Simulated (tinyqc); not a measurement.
What moves the results: static screening by free carriers. A value that a table varies takes the place of the one given here.

kF = (3 pi^2 n/Mv)^(1/3), EF = c kF^2/m with c = hbar^2/2m0, n in 1/angstrom^3 (1e-24 per 1/cm^3), e2 = e^2/(4 pi eps0). Thomas-Fermi: qTF^2 = 6 pi e2 n/(eps EF). Debye: qD^2 = 4 pi e2 n/(eps kB T).

F_j(eta) = (1/Gamma(j + 1)) integral_0^infinity x^j dx/(1 + exp(x - eta)), which tends to exp(eta) for eta << 0.

At finite T: qs^2 = qD^2 F_-1/2(eta)/F_1/2(eta), where n = Mv N F_1/2(eta) and N = 2 (m kB T/(4 pi c))^(3/2) with c = hbar^2/2m0, in 1/angstrom^3; times 1e24 for 1/cm^3.

Donor in the screened potential -(e2/eps) exp(-qs r)/r with the trial function exp(-r/a): E(a) = c/(m a^2) - (e2/eps) 4/(a (2 + qs a)^2), e2 = e^2/(4 pi eps0), c = hbar^2/2m0; isotropic mass.

Constants: hbar^2/2m0 = 3.80998211 eV angstrom^2; e^2/(4 pi eps0) = 14.39964547 eV angstrom; kB = 8.617333262e-05 eV/K; a0 (Bohr radius) = 0.5291772105 angstrom.

Inputs chosen for the exercise (near those of Ge; not measured data):
- m = 0.219 m0 (mass of one isotropic valley)
- Mv = 4 (valleys)
- eps = 16.4 (background dielectric constant)
- T = 300 K
- n = 3.8e+19 1/cm^3 (carrier density)

## Screening unbinds the donor

All carriers n are taken as free and screen with qs(T); E(a) is minimised over a; a dash marks no bound state. aB = a0 eps/m.

Donor level:
```
n (1/cm^3)  n^(1/3) aB  qs aB  E (meV)   a/aB
1.0e+14          0.018  0.008   -10.90  1.000
1.0e+15          0.040  0.026   -10.52  1.000
6.0e+15          0.072  0.063    -9.74  1.003
2.0e+16          0.108  0.116    -8.72  1.009
4.0e+16          0.136  0.164    -7.86  1.017
1.0e+17          0.184  0.258    -6.31  1.040
3.0e+17          0.265  0.446    -3.83  1.115
7.0e+17          0.352  0.677    -1.67  1.280
```

aB = 39.6 angstrom

The level rises from -10.90 meV at the lowest density to -1.67 meV at 7e+17 1/cm^3, against -11.08 meV unscreened. It stays bound over this range. This trial function loses binding at qs aB = 1 and the exact Yukawa problem at 1.19; the Mott rule of thumb is n^(1/3) aB = 0.26, which the last bound row of this table passes: the rule belongs to low temperature, and thermal carriers screen more weakly.

## From Debye to Thomas-Fermi

Screening lengths (angstrom):
```
n (1/cm^3)    eta  Debye  Thomas-Fermi  finite T
3.0e+16     -5.84  279.5         35.85     279.6
2.0e+17     -3.93  108.2         26.13     108.6
1.0e+18     -2.30  48.40         19.98     49.23
4.0e+18     -0.81  24.20         15.86     25.80
2.0e+19      1.33  10.82         12.13     13.92
5.0e+19      3.20  6.845         10.41     10.88
2.0e+20      8.65  3.423         8.263     8.310
6.0e+20     18.14  1.976         6.880     6.889
```

Debye is within 5 % of the finite-T length up to 1e+18 1/cm^3 of the densities listed and Thomas-Fermi from 5e+19 on. The length goes as n^-0.50 at the low end and n^-0.17 at the high end, against the limits -1/2 and -1/6. Both limits give too short a length.

## What sets the screening length

All results formed anew. Each row changes one parameter from the base and keeps the others.

Results:
```
case                Debye (angstrom)  Thomas-Fermi (angstrom)  finite T (angstrom)
base                           7.852                    10.90                11.62
n = 7.6e+19 1/cm^3             5.552                    9.709                9.946
m = 0.2847 m0                  7.852                    9.558                10.61
eps = 19.68                    8.602                    11.94                12.73
T = 360 K                      8.602                    10.90                11.93
Mv = 5                         7.852                    10.12                11.02
```

The largest shifts from the base row, up to three for each result and ties (the steps differ in size, so this ranks the rows, not the parameters). Debye (angstrom): n -2.30, eps +0.749, T +0.749; unchanged at the printed digits by m and Mv. Thomas-Fermi (angstrom): m -1.34, n -1.19, eps +1.04; unchanged at the printed digits by T. finite T (angstrom): n -1.68, eps +1.11, m -1.01.

Program tinyqc; command `OMP_NUM_THREADS=1 python tinyqc.py 1650148 1650149 out.jsonl`; about 0.01 s on one thread of a shared Intel(R) Xeon(R) Processor @ 2.30GHz.
